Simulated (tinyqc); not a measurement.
# Heated strip on a layer stack, thermal resistances with spreading: several studies

A long strip of width ws dissipates Pw per length on three layers over a heat sink. Heat is taken to spread at 45 degrees, so the width of the flow grows by twice the depth: w1 = ws + 2 t1, w2 = w1 + 2 t2, w3 = w2 + 2 t3 at the bottoms of the layers. This is a rule of thumb, not a solution of the heat equation.

Parameters, values chosen for the exercise; conductivities close to those of gallium nitride (layer 1), silicon (layer 2) and solder (layer 3):
```
symbol,value,unit,meaning
T0,323,K,heat-sink temperature
ws,0.66,um,width of the heated strip
Pw,1.4,W/mm,power per length of the strip
t1,1.3,um,thickness of layer 1
k1,171,W/(m K),conductivity of layer 1
Rb,3.5,m^2 K/GW,boundary resistance between layers 1 and 2
t2,350,um,thickness of layer 2
k2,162,W/(m K),conductivity of layer 2 at 300 K
p,1.3,,exponent in k2(T) = k2 (300 K/T)^p
t3,20,um,thickness of layer 3
k3,58.5,W/(m K),conductivity of layer 3
```

Each table varies one quantity; the others keep the values above.

## Effect of the conductivity of layer 2 at 300 K

Resistances times length: layer i, ln(w_i/w_(i-1))/(2 k_i) with w0 = ws; boundary, Rb/w1. From the sink upward: Ta = T0 + Pw R3; across layer 2 the Kirchhoff transform gives Tb^(1-p) = Ta^(1-p) + (1 - p)(300 K)^(-p) Pw R2; Tc = Tb + Pw Rboundary; Tj = Tc + Pw R1. The share is that of R1 + Rboundary in the sum of the four resistances.

Results:
```
k2 (W/(m K))  sum of resistances (K mm/W)  share of layer 1 and boundary (%)  Tj - T0 (K)  (Tj - T0)/Pw (K mm/W)
30                                 95.783                             5.9968       196.53                 140.38
50                                 59.957                             9.5801       107.75                 76.962
100                                33.087                             17.360       53.938                 38.527
150                                24.130                             23.804       37.995                 27.139
250                                16.965                             33.858       25.881                 18.486
1000                               8.9037                             64.511       12.890                 9.2073
2000                               7.5602                             75.975       10.788                 7.7058
```

Estimate the missing row, k2 = 400 W/(m K).

Computed row:
```
k2 (W/(m K))  sum of resistances (K mm/W)  share of layer 1 and boundary (%)  Tj - T0 (K)  (Tj - T0)/Pw (K mm/W)
400                                12.934                             44.409       19.304                 13.788
```

With this row back in the table: As k2 goes from 30 to 2000 W/(m K), Tj - T0 falls from 197 to 10.8 K, on average as k2^(-0.69), and the share of layer 1 and the boundary rises from 6.00 to 76.0 %.

## Effect of the thickness of layer 2

Same model as above.

Effect of the thickness of layer 2:
```
t2 (um)  sum of resistances (K mm/W)  share of layer 1 and boundary (%)  Tj - T0 (K)  (Tj - T0)/Pw (K mm/W)
20                            19.320                             29.731       28.886                 20.633
35                            19.073                             30.115       28.833                 20.595
62                            19.390                             29.623       29.612                 21.151
110                           20.198                             28.439       31.127                 22.233
190                           21.305                             26.960       33.093                 23.638
340                           22.728                             25.273       35.578                 25.413
600                           24.267                             23.669       38.264                 27.332
```

What does the table show?

As t2 goes from 20 to 600 um, Tj - T0 goes from 28.9 through a minimum of 28.8 (at t2 = 35 um among the rows listed) to 38.3 K, on average as t2^(0.08), and the share of layer 1 and the boundary goes from 29.7 through a maximum of 30.1 (at t2 = 35 um among the rows listed) to 23.7 %. The dependence on t2 is logarithmic, since most of the resistance lies close to the narrow source.

## Effect of the power per length of the strip

Same model as above.

The same in every row: sum of resistances (K mm/W) = 22.80; share of layer 1 and boundary (%) = 25.19.

Effect of the power per length of the strip:
```
Pw (W/mm)  Tj - T0 (K)  (Tj - T0)/Pw (K mm/W)
0.23             5.667                  24.64
0.34             8.404                  24.72
0.51             12.67                  24.84
0.74             18.51                  25.01
1.1              27.81                  25.28
1.6              41.06                  25.66
2.4              63.13                  26.30
3.5              95.34                  27.24
```

What does the table show?

As Pw goes from 0.23 to 3.5 W/mm, Tj - T0 rises from 5.67 to 95.3 K, on average as Pw^(1.04), and the share of layer 1 and the boundary stays at 25.2 %. The apparent resistance grows from 24.6 to 27.2 K mm/W because k2 falls as layer 2 warms.

Program tinyqc, `OMP_NUM_THREADS=1 python tinyqc.py 2520105 2520106 out.jsonl`; Intel Xeon 2.30GHz, shared host, one thread, about 0.01 s.
